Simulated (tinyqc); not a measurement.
# Which input was changed?

Model: the 3-omega method: a line heater on a substrate with a thin film. Computed by tinyqc, a small Python program. Command: `OMP_NUM_THREADS=1 python tinyqc.py 3020619 3020620 out.jsonl threeomega which`. One thread of a shared host (Intel(R) Xeon(R) Processor @ 2.30GHz), about 0.08 s of CPU time with the checks.

A current at angular frequency omega = 2 pi f heats the line at 2 omega with the amplitude P per length; the temperature swing Delta T at 2 omega gives a voltage at 3 omega. The substrate is taken as semi-infinite and isotropic, and the heat capacity of heater and film is left out.

Inputs (values chosen for the exercise, modelled on silica on silicon carbide):
```
quantity                                    value           unit
substrate conductivity kappa                  379        W/(m K)
substrate heat capacity C                    2.12  1e6 J/(m^3 K)
heater half-width b                           3.9     micrometre
power amplitude per length P                   31            W/m
current frequency f                          4000             Hz
film thickness t                              350             nm
film conductivity kappa_f                     1.5        W/(m K)
interface resistance R_i                       35       m^2 K/GW
substrate thickness d_s                      1000     micrometre
temperature coefficient of resistance beta    2.1         1e-3/K
voltage amplitude V_1                           3              V
```

Method:
- D = kappa/C; q = sqrt(2 i omega/D); penetration depth 1/|q| = sqrt(D/(2 omega)).
- Delta T_s = (P/(pi kappa)) int_0^infinity (sin x/x)^2 / sqrt(x^2 + (q b)^2) dx with (q b)^2 = i |q b|^2, averaged over the heater width (12 Gauss-Legendre points on each of the pieces 0, 14 log-spaced edges from 1e-5 to 1, and multiples of pi to 40 pi; the tail adds 1/(4 (40 pi)^2)).
- For |q| b much below 1: Delta T_s = (P/(pi kappa)) [-ln(|q| b) + eta - i pi/4], eta = 3/2 - C_E = 0.92278, with Euler's C_E = 0.5772157.
- One-dimensional flow across the film: Delta T_f = P (t/kappa_f + R_i)/(2 b); total in-phase swing Delta T = Delta T_s + Delta T_f; third-harmonic amplitude V_3 = V_1 beta |Delta T|/2 with the out-of-phase part included; the apparent film conductivity is t/(t/kappa_f + R_i).

Question. One of these inputs alone was changed, within the range given: substrate heat capacity C (1.06 to 4.24); heater half-width b (1.95 to 7.8); current frequency f (2000 to 8000); film thickness t (175 to 700). Which one, and to what value?

Results:
```
run     V_3 (mV)  apparent film conductivity (W/(m K))  penetration depth (micrometre)
before  3.659291                              1.304348                        59.63713
after   4.210063                              1.331910                        59.63713
```

Answer.

Each candidate set to reproduce V_3, and what it then gives:
```
candidate                                  range searched  value needed  apparent film conductivity (W/(m K))  penetration depth (micrometre)
substrate heat capacity C (1e6 J/(m^3 K))    1.06 to 4.24  out of reach                                     -                               -
heater half-width b (micrometre)              1.95 to 7.8         3.361                                1.3043                          59.637
current frequency f (Hz)                     2000 to 8000  out of reach                                     -                               -
film thickness t (nm)                          175 to 700         416.0                                1.3319                          59.637
```

Only film thickness t fits every result: it went from 350 to 416 nm. The next best candidate, heater half-width b, misses one result by 2.1 %.
